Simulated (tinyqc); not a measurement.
Heisenberg spin cluster by exact diagonalisation: multiplets, susceptibility, level crossings: one step, computed by the program tinyqc.

H = J1 sum S_i.S_j over the bonds 1-2, 2-3 + J2 sum over 1-3 - g mu_B B S_z; J > 0 is antiferromagnetic.

Question. Thermal averages at zero field. Z = sum k (2S + 1) exp(-E/(k_B T)) over the table, k the number of multiplets; <S^2> likewise with the factor S (S + 1); chi T = N_A g^2 mu_B^2 <S^2>/(3 k_B) = 0.125049 g^2 <S^2> cm^3 K/mol (cgs, per mole of clusters); C = (<E^2> - <E>^2)/(k_B T)^2; entropy = ln Z + <E>/(k_B T).

Inputs (values chosen for the exercise, for a model cluster): g factor = 2.17; temperature T = 16 K.

Cluster: triangle, two J1 bonds and one J2 bond. Spin s of each site: 0.5.

Levels at B = 0:
```
E (meV)  total S  number of multiplets
-0.7805      0.5                     1
0.0495       0.5                     1
0.3655       1.5                     1
```

Constants: k_B = 8.617333262e-05 eV/K.

Give: <S^2>; chi T; heat capacity; entropy.

Answer.

<S^2> = 1.830

chi T = 1.078 cm^3 K/mol

heat capacity = 0.1411 k_B

entropy = 2.012 k_B

Free spins would give <S^2> = 2.25 and the entropy 2.079 k_B; chi T is 81 % of the free value.
